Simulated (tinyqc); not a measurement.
Undoped symmetric double-gate MOSFET, analytic potential model: two steps of the calculation.

An undoped body of thickness ts between two equal insulators and tied gates; long channel, electrons only, n = ni exp((psi - V)/Vt) with V the quasi-Fermi potential (0 at the source, Vd at the drain), constant mobility, no quantisation. Across the body psi(x) = V - 2 Vt ln[(ts/(2 beta)) sqrt(q ni/(2 eps0 eps_r Vt)) cos(2 beta x/ts)], x from the centre. Q is the electron charge per area of the whole body.

Parameters, values chosen for the exercise; material values close to those of germanium:
- T = 350 K (temperature)
- Eg = 0.65 eV (band gap)
- eps_r = 15.9 (relative permittivity of the semiconductor)
- Nc = 1.32e19 cm^-3 (conduction-band density of states at T)
- Nv = 7.65e18 cm^-3 (valence-band density of states at T)
- eox = 26.1 (relative permittivity of the gate insulator)
- tox = 7.1 nm (insulator thickness)
- ts = 10 nm (body thickness)
- dphi = -0.13 V (gate work function less that of the intrinsic body)

Constants: q = 1.602176634e-19 C, kB = 1.380649e-23 J/K, Vt = kB T/q, eps0 = 8.8541878128e-14 F/cm where lengths are in cm. Results are converted to the units shown.

Task 1. Constants of the body. ni = sqrt(Nc Nv) exp(-Eg/(2 Vt)), Eg in volts; r = eps_r tox/(eox ts); V0 = dphi + 2 Vt ln[(2/ts) sqrt(2 eps0 eps_r Vt/(q ni))].

Give: ni; r; V0.

Result 1.

ni = 2.1005e14 cm^-3
r = 0.43253
V0 = 0.14807 V

Task 2. Potential and electron density across the body at the source. psi(x) as above with V = 0 and beta = beta_s; n = ni exp(psi/Vt).

```
point,x/ts
0,0
1,0.1
2,0.2
3,0.3
4,0.4
5,0.45
6,0.5
```

beta_s = 1.0313232
ni = 2.1005047e14 cm^-3

Wanted: psi; n.

Result 2.

```
point,psi (V),n (cm^-3)
0,0.27993,2.2550e18
1,0.28122,2.3538e18
2,0.28522,2.6870e18
3,0.29230,3.3985e18
4,0.30333,4.8982e18
5,0.31082,6.2790e18
6,0.32011,8.5460e18
```

The density at the surface is 3.79 times that at the centre (1/cos^2 beta). It reaches 0.65 Nc, where Boltzmann statistics overestimate it.

Computed by the program tinyqc: `OMP_NUM_THREADS=1 python tinyqc.py 2440060 2440061 out.jsonl`, one thread of a shared Intel Xeon 2.30GHz, about 0.01 s for the whole run.
